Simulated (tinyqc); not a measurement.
# ESD clamp with bipolar snapback, compact model and design window: effect of the exponent of the multiplication

The drain junction multiplies the current that enters it: Igen = (M - 1)(Ic + I0), M = 1/(1 - (Vj/BV)^n). The generated holes leave through the substrate resistance and the base of the parasitic npn: Igen = Vb/Rb + Ic/be, Ic = Is exp(Vb/Vt). Terminal current I = Ic + I0 + Igen and voltage V = Vj + I Ro, per width. Isothermal, constant gain.

For given Vb: Ic, Igen, M = 1 + Igen/(Ic + I0), Vj = BV (1 - 1/M)^(1/n), I and V. Vt1 is the maximum of V along the curve, Vh the following minimum, Vt2 the voltage at I = It2. It1 and Ih are the currents at Vt1 and Vh.

Parameters, values chosen for the exercise; values close to those of grounded-gate n-channel clamps:
```
symbol    value    unit                               meaning
T           300       K                           temperature
BV          7.7       V            junction breakdown voltage
be          5.3             current gain of the parasitic npn
Is      1.3e-17    A/um                    saturation current
I0      4.9e-12    A/um                      junction leakage
Rb        60000  ohm um                  substrate resistance
Ro          220  ohm um  drain ballast and contact resistance
It2        10.6   mA/um            failure current for 100 ns
```

Constants: q = 1.602176634e-19 C, kB = 1.380649e-23 J/K, Vt = kB T/q. Results are converted to the units shown.

Effect of the exponent of the multiplication:

| n | Vt1 (V) | It1 (uA/um) | Vh (V) | Ih (uA/um) | Vt2 (V) | Vt2 - Vt1 (V) |
|---|---|---|---|---|---|---|
| 2 | 7.701 | 7.101 | 3.375 | 678.1 | 5.411 | -2.290 |
| 2.5 | 7.701 | 7.202 | 3.988 | 660.9 | 6.031 | -1.671 |
| 3 | 7.702 | 7.286 | 4.460 | 638.2 | 6.511 | -1.190 |
| 3.5 | 7.702 | 7.356 | 4.832 | 614.6 | 6.893 | -0.8090 |
| 4 | 7.702 | 7.417 | 5.131 | 591.7 | 7.201 | -0.5004 |
| 4.5 | 7.702 | 7.471 | 5.376 | 570.1 | 7.456 | -0.2460 |
| 5 | 7.702 | 7.519 | 5.581 | 550.1 | 7.669 | -0.03302 |
| 5.5 | 7.702 | 7.562 | 5.754 | 531.6 | 7.849 | 0.1478 |
| 6 | 7.702 | 7.602 | 5.903 | 514.5 | 8.005 | 0.3032 |

As n goes from 2 to 6, Vt1 stays near 7.70 V, It1 rises from 7.10 to 7.60 uA/um, Vh rises from 3.38 to 5.90 V and Vt2 rises from 5.41 to 8.00 V. Vt2 exceeds Vt1, the condition for all fingers to turn on, in 2 of the 9 rows.

Program tinyqc, `OMP_NUM_THREADS=1 python tinyqc.py 2670017 2670018 out.jsonl`; Intel Xeon 2.30GHz, shared host, one thread, about 0.01 s.
